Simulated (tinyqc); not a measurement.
Thin-film transistor with exponential tail and deep states, accumulation layer: one step of the calculation.

An undoped film in accumulation, thicker than the space-charge layer. With band bending psi the Fermi level lies E0 - psi below the band edge. Free electrons n = n0 exp(psi/Vt) carry the current; electrons in two exponential distributions of traps, a = a0 exp(psi/Va) and d = d0 exp(psi/Vp), do not. Linear regime, ohmic contacts, traps in equilibrium.

Task. Surface potential by Newton steps. Va = kB Tt/q, Vp = kB Td/q. G(psi) = sum over the three kinds of c0 [V (exp(psi/V) - 1) - psi], field F = sqrt(2 q G/(eps0 eps_r)); Vg = psi + eps0 eps_r F/Ci at the surface. f = psi + eps0 eps_r F/Ci - Vg, f' = 1 + q rho/(Ci F) with rho = sum c0 (exp(psi/V) - 1); psi(new) = psi - f/f'.

Parameters, values chosen for the exercise; values close to those of amorphous indium gallium zinc oxide:
```
symbol  value     unit                                        meaning
T         250        K                                    temperature
eps_r      10              relative permittivity of the semiconductor
Tt        350        K         characteristic temperature of the tail
Td       1760        K  characteristic temperature of the deep states
Ci         17  nF/cm^2                               gate capacitance
Vg         13        V                   gate voltage above flat band
```

Constants: q = 1.602176634e-19 C, kB = 1.380649e-23 J/K, Vt = kB T/q, eps0 = 8.8541878128e-14 F/cm where lengths are in cm. Results are converted to the units shown.

psi at the start = 0.66 V
n0 = 2.6238836e6 cm^-3
a0 = 2.1729669e10 cm^-3
d0 = 1.7413961e15 cm^-3

Wanted: F; f; f'; psi after iteration 1.

Result.

F = 1084 kV/cm
f = 44.14 V
f' = 1065
psi after iteration 1 = 0.6185 V

Computed by the program tinyqc: `OMP_NUM_THREADS=1 python tinyqc.py 2610068 2610069 out.jsonl`, one thread of a shared Intel Xeon 2.30GHz, about 0.02 s for the whole run.
